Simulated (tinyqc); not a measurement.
Scale length and length offset from two DIBL values.

Question. DIBL = exp(-Le/(2 l)) + 2 exp(-Le/l) with Le = L - dL. Find l, dL and the drawn length for a DIBL of 100 mV/V.

DIBL at drawn lengths 30 and 51 nm (mV/V): [107.60471, 15.336089]

Solution. With e = exp(-Le/(2 l)), 2 e^2 + e = DIBL gives e and so Le/l at each length; Le/l is a straight line in L with slope 1/l.

l = 5.80 nm
dL = 2.20 nm
length for 100 mV/V = 30.7 nm

Computed by the program tinyqc: `OMP_NUM_THREADS=1 python tinyqc.py 2002141 2002142 out.jsonl`, one thread of a shared Intel Xeon 2.30GHz, about 0.04 s for the whole run.
